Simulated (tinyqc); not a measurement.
# Biaxially strained (001) channel, valley splitting in an inversion layer, step by step

Program tinyqc, `OMP_NUM_THREADS=1 python tinyqc.py 2530017 2530018 out.jsonl`; Intel Xeon 2.30GHz, shared host, one thread, about 0.01 s. Printed values are rounded.

A thin layer grown on a relaxed buffer is stretched in the plane. The two valleys with their long axis along the growth direction (D2) sink against the four in-plane ones (D4); confinement in a triangular well splits them too. Only the lowest subband of each set is kept; one relaxation time, so the weakening of intervalley scattering is left out.

Parameters, values chosen for the exercise; values close to those of silicon on relaxed silicon-germanium: temperature T = 325 K; germanium share of the relaxed buffer x = 0.17; lattice mismatch per unit x b1 = 0.0418; elastic constant c11 = 168 GPa; elastic constant c12 = 64.9 GPa; shear deformation potential Xu = 8.9 eV; longitudinal mass ml = 0.89 m0; transverse mass mt = 0.187 m0; confining field F = 1.03 MV/cm; inversion density Ns = 5.8e12 cm^-2.

Constants: q = 1.602176634e-19 C, kB = 1.380649e-23 J/K, hbar = 1.054571817e-34 J s, m0 = 9.1093837015e-31 kg, Vt = kB T/q, hbar^2/(2 m0) = 0.0380998212 eV nm^2. Results are converted to the units shown.

## Strain, stress and splitting

e_par = b1 x, e_perp = -2 (c12/c11) e_par, splitting D = Xu (e_par - e_perp), in-plane stress (c11 + c12 - 2 c12^2/c11) e_par.

e_par = 0.7106 %
e_perp = -0.549023 %
D = 112.106 meV
stress = 1.29867 GPa

## Subband edges and densities of states

Levels E(m) = 2.33811 (hbar^2 q^2 F^2/(2 m))^(1/3): E2 = E(ml), E4 = E(mt) + D; N2 = 2 mt kB T/(pi hbar^2), N4 = 4 sqrt(mt ml) kB T/(pi hbar^2).

E2 = 0.179722 eV
E4 = 0.414415 eV
N2 = 4.37547e12 cm^-2
N4 = 1.90910e13 cm^-2

Of the gap E4 - E2 = 235 meV, confinement gives 123 meV.

## Iteration 1: Fermi level by Newton steps

EF at the start = 0.18 eV

f = N2 ln(1 + exp((EF - E2)/Vt)) + N4 ln(1 + exp((EF - E4)/Vt)) - Ns, f' = [N2/(1 + exp((E2 - EF)/Vt)) + N4/(1 + exp((E4 - EF)/Vt))]/Vt, EF(new) = EF - f/f'.

f = -2.74094e12 cm^-2
f' = 7.86617e13 cm^-2/eV
EF after iteration 1 = 0.214845 eV

## Iteration 2: Fermi level by Newton steps

As before.

f = 8.00966e11 cm^-2
f' = 1.22097e14 cm^-2/eV
EF after iteration 2 = 0.208285 eV

## Course of the iteration: Fermi level by Newton steps

Stop when EF changes by less than 1e-10 eV, or after 40 iterations.

Course of the iteration:
```
iteration   EF (eV)  |change| (eV)
1          0.214845         0.0348
2          0.208285        6.56e-3
3          0.208094        1.91e-4
4          0.208093        1.75e-7
5          0.208093       1.47e-13
```

Converged in 5 iterations. At the end the number of correct digits about doubles with each step.

## Share of the light valleys and conductivity mass

EF = 0.208093 eV

EF solves Ns = N2 ln(1 + exp((EF - E2)/Vt)) + N4 ln(1 + exp((EF - E4)/Vt)); f2 is the share in D2, and 1/mc = f2/mt + (1 - f2)(1/mt + 1/ml)/2.

f2 = 0.997921
mc = 0.187154 m0

Without strain f2 would be 0.905 and mc 0.194 m0, so repopulation alone gains 3.8 % in mobility.
